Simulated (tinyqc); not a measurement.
Decay of LO phonons and the hot-phonon bottleneck in the cooling of electrons: one step, computed by the program tinyqc.

n(E, T) = 1/(exp(E/(k_B T)) - 1) is the Bose occupation. Electrons have a temperature T_e; the LO modes within their reach share one occupation N; the decay products stay at the lattice temperature.

Task: Electron and phonon temperatures in closed form. Net emission per electron: [(N + 1) x - N]/tau_sp with x = exp(-hbar omega/(k_B T_e)), a simple two-level balance; steady state of the modes: n [(N + 1) x - N]/tau_sp = N_m (N - N_0)/tau; power per electron P = hbar omega [(N + 1) x - N]/tau_sp. With p = P tau_sp/(hbar omega): N = N_0 + r p and x = (p + N)/(N + 1); without hot phonons N = N_0. The mode temperature T_LO solves n(hbar omega, T_LO) = N.

Inputs (values chosen for the exercise, modelled on gallium arsenide):

| quantity | value | unit |
|---|---|---|
| LO energy hbar omega | 35.5 | meV |
| lattice temperature T | 150 | K |
| electron mass m* | 0.066 | m_0 |
| electron density n | 8.6e+17 | 1/cm^3 |
| power supplied per electron P | 0.27 | nW |

Decay channel: two unequal phonons (Ridley).

emission time tau_sp = 182.6814 fs

equilibrium LO occupation N_0 = 0.06855673

bottleneck ratio r = 2.708076

Constants: e = 1.602176634e-19 C; k_B = 8.617333262e-05 eV/K.

Give: reduced power p; LO occupation N; electron temperature T_e; T_e without hot phonons; mode temperature T_LO.

Result:

reduced power p = 0.008672

LO occupation N = 0.09204

electron temperature T_e = 172.8 K

T_e without hot phonons = 156.8 K

mode temperature T_LO = 166.5 K

Caution: the electrons are degenerate; Pauli blocking and the Fermi energy, left out here, matter.
